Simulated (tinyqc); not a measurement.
MOS inversion layer, Poisson-Schroedinger loop: course of the self-consistent loop.

Electrons confined at an insulator interface at z = 0, treated as a hard wall; parabolic valleys, Hartree approximation, no image or exchange terms. The depletion charge lies far deeper than the electrons and gives a uniform field q Nd/(eps0 eps_r); the gate balances all charge. Energies are counted from the band edge at the interface.

V0 = q Nd z/(eps0 eps_r) in eV.

Tridiagonal Hamiltonian with psi = 0 one step beyond both ends: H_ii = C (1/m_(i-1/2) + 1/m_(i+1/2))/hz^2 + V0_i + U_i (+ dE for the set B), H_(i,i+1) = -C/(m_(i+1/2) hz^2), C = hbar^2/(2 m0). The lowest 2 level(s) of each valley set are kept, normalised to hz sum |psi|^2 = 1. The mass is the same on all intervals.

Level k holds N_k = D_k Vt ln(1 + exp((EF - E_k)/Vt)) with D = md1 m0 q/(pi hbar^2) for the set A, D = 3 md2 m0 q/(pi hbar^2) for the set B per eV (spin included); EF is fixed by sum N_k = Ns.

n_i = sum_k N_k |psi_k|^2 (converted to cm^-3). Hartree part by Gauss: on the interval before node i the electrons still beyond are S_i = Ns - hz sum_(j<i) n_j, and U_i = U_(i-1) + q S_i hz/(eps0 eps_r) in eV, U_0 = 0 at the interface. Mixing: U(new) = U + a (U(out) - U).

Start from U = 0. Stop when the largest |U(out) - U| is below 1e-7 eV, or after 40 rounds.

Inputs (values chosen for the exercise); masses and permittivity close to those of germanium (111): temperature T = 200 K; relative permittivity eps_r = 16.1; mass along z of valley set A (1 valley(s)) mz1 = 1.57 m0; in-plane density-of-states mass of set A md1 = 0.0821 m0; mass along z of valley set B (3 valley(s)) mz2 = 0.0903 m0; in-plane density-of-states mass of set B md2 = 0.338 m0; sheet density of electrons Ns = 1e13 cm^-2; sheet density of depletion charge Nd = 2.7e10 cm^-2; extra shift of set B (strain) dE = 0 eV; mesh step hz = 1.1 nm; mixing factor a = 1.

Constants: q = 1.602176634e-19 C, kB = 1.380649e-23 J/K, hbar = 1.054571817e-34 J s, m0 = 9.1093837015e-31 kg, Vt = kB T/q, eps0 = 8.8541878128e-14 F/cm where lengths are in cm, hbar^2/(2 m0) = 0.0380998212 eV nm^2. Results are converted to the units shown.

```
node,z (nm)
1,1.1
2,2.2
3,3.3
4,4.4
5,5.5
6,6.6
7,7.7
8,8.8
9,9.9
10,11
11,12.1
12,13.2
13,14.3
14,15.4
15,16.5
16,17.6
17,18.7
18,19.8
19,20.9
```

Course of the iteration:
```
round,level A1 (eV),EF (eV),largest |U(out) - U| (eV)
1,0.00304993,0.0182475,1.18
2,0.160853,0.359230,1.01
3,0.153952,0.183414,0.895
4,0.160566,0.350857,0.890
5,0.154710,0.188088,0.872
6,0.160516,0.349502,0.871
7,0.154823,0.188881,0.868
8,0.160507,0.349264,0.867
9,0.154842,0.189022,0.867
...,...,...,...
32,0.160505,0.349213,0.867
33,0.154846,0.189053,0.867
34,0.160505,0.349213,0.867
35,0.154846,0.189053,0.867
36,0.160505,0.349213,0.867
37,0.154846,0.189053,0.867
38,0.160505,0.349213,0.867
39,0.154846,0.189053,0.867
40,0.160505,0.349213,0.867
```

Did this iteration meet its convergence test, and what does its course show?

No. Not converged within 40 rounds: the residual has levelled off at one value. The lowest level moves up and down in turn: each round overcorrects the one before. Reruns converge within the same cap with Anderson mixing of depth 4 with a = 0.5 (20 rounds) and with plain mixing with a = 0.5 (22 rounds).

Program tinyqc, `OMP_NUM_THREADS=1 python tinyqc.py 2160053 2160054 out.jsonl`; Intel Xeon 2.30GHz, shared host, one thread, about 2 s.
